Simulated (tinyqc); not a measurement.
## Field length and prefactor from two substrate currents

Question. For Em = (Vd - Vdsat)/l, Isub/Id = (Ai/Bi)(Vd - Vdsat) exp(-Bi l/(Vd - Vdsat)), and l = sqrt(3 tox xj). Find l, Ai and xj.

Inputs (values chosen for the exercise):
```
symbol  value   unit           meaning
tox         8     nm   oxide thickness
Bi       1.81  MV/cm  ionisation field
```

Isub/Id at Vd - Vdsat = 1.8 and 2.5 V: 0.00723286062  0.0484156171

Solution. ln[Isub/(Id (Vd - Vdsat))] is linear in 1/(Vd - Vdsat) with slope -Bi l.

l = 55.9 nm
Ai = 2.00e6 1/cm
xj = 130 nm

tinyqc, about 0.01 s, one thread, Intel Xeon 2.30GHz (shared host): `OMP_NUM_THREADS=1 python tinyqc.py 2550088 2550089 out.jsonl`
